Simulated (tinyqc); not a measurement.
# Undoped symmetric double-gate MOSFET, analytic potential model, step by step

Program tinyqc, `OMP_NUM_THREADS=1 python tinyqc.py 2440159 2440160 out.jsonl`; Intel Xeon 2.30GHz, shared host, one thread, about 0.03 s. Printed values are rounded.

An undoped body of thickness ts between two equal insulators and tied gates; long channel, electrons only, n = ni exp((psi - V)/Vt) with V the quasi-Fermi potential (0 at the source, Vd at the drain), constant mobility, no quantisation. Across the body psi(x) = V - 2 Vt ln[(ts/(2 beta)) sqrt(q ni/(2 eps0 eps_r Vt)) cos(2 beta x/ts)], x from the centre. Q is the electron charge per area of the whole body.

Inputs (values chosen for the exercise); material values close to those of gallium arsenide:
- T = 400 K (temperature)
- Eg = 1.41 eV (band gap)
- eps_r = 12.9 (relative permittivity of the semiconductor)
- Nc = 6.67e17 cm^-3 (conduction-band density of states at T)
- Nv = 1.36e19 cm^-3 (valence-band density of states at T)
- eox = 22.5 (relative permittivity of the gate insulator)
- tox = 4.4 nm (insulator thickness)
- ts = 6 nm (body thickness)
- dphi = 0 V (gate work function less that of the intrinsic body)
- mu = 700 cm^2/(V s) (channel mobility)
- L = 1 um (gate length)
- Vg = 0.72 V (gate voltage)
- Vd = 0.05 V (drain voltage)

Constants: q = 1.602176634e-19 C, kB = 1.380649e-23 J/K, Vt = kB T/q, eps0 = 8.8541878128e-14 F/cm where lengths are in cm. Results are converted to the units shown.

Range of the model: In a body this thin, quantum confinement raises the threshold; it is left out. The surface density at the source passes 0.3 Nc, where Boltzmann statistics fail.

## Constants of the body

ni = sqrt(Nc Nv) exp(-Eg/(2 Vt)), Eg in volts; r = eps_r tox/(eox ts); V0 = dphi + 2 Vt ln[(2/ts) sqrt(2 eps0 eps_r Vt/(q ni))].

ni = 3.94660e9 cm^-3
r = 0.420444
V0 = 0.725510 V

## Iteration 1: beta at the source by Newton steps in z = ln(tan beta)

z at the start = 2

With V = 0, t = exp(z), beta = arctan(t): f = ln(beta) + (1/2) ln(1 + t^2) + 2 r beta t - (Vg - V0)/(2 Vt); with c = t/(1 + t^2), df/dz = c/beta + t c + 2 r t (c + beta); z(new) = z - f/(df/dz).

beta = 1.43628
f = 11.3752
df/dz = 10.8244
z after iteration 1 = 0.949120

## Iteration 2: beta at the source by Newton steps in z = ln(tan beta)

As before.

beta = 1.20148
f = 3.89247
df/dz = 4.49126
z after iteration 2 = 0.0824434

## Course of the iteration: beta at the source by Newton steps in z = ln(tan beta)

Stop when z changes by less than 1e-11, or after 60 iterations.

Course of the iteration:
```
iteration          z  |change|
1           0.949120      1.05
2          0.0824434     0.867
3          -0.356736     0.439
4          -0.440695    0.0840
5          -0.443020   2.32e-3
6          -0.443021   1.67e-6
7          -0.443021  8.57e-13
```

Converged in 7 iterations. At the end the number of correct digits about doubles with each step.

## Charges and drain current

beta_s = 0.570797
beta_d = 0.369549

beta (between 0 and pi/2) solves (Vg - V0 - V)/(2 Vt) = ln(beta) - ln(cos beta) + 2 r beta tan(beta). Q = 8 eps0 eps_r Vt beta tan(beta)/ts; I = mu (1/L)(4 eps0 eps_r/ts)(2 Vt)^2 [g(beta_s) - g(beta_d)] per width, g = beta tan(beta) - beta^2/2 + r beta^2 tan^2(beta), with beta_s at V = 0 and beta_d at V = Vd.

Qs = 192.393 nC/cm^2
Qd = 75.1412 nC/cm^2
g(beta_s) = 0.260077
g(beta_d) = 0.0834741
I = 4.47372 uA/um

The term r beta^2 tan^2(beta), which gives the square law, makes up 21.7 % of g at the source.

## Potential and electron density across the body at the source

x/ts, point 0 to 6: [0, 0.1, 0.2, 0.3, 0.4, 0.45, 0.5]

psi(x) as above with V = 0 and beta = beta_s; n = ni exp(psi/Vt).

psi, point 0 to 6 (V): [0.686855, 0.687305, 0.688667, 0.690979, 0.694307, 0.696382, 0.698754]
n, point 0 to 6 (cm^-3): [1.77915e18, 1.80254e18, 1.87521e18, 2.00530e18, 2.20853e18, 2.34559e18, 2.51266e18]

The density at the surface is 1.41 times that at the centre (1/cos^2 beta). It reaches 3.8 Nc, where Boltzmann statistics overestimate it.
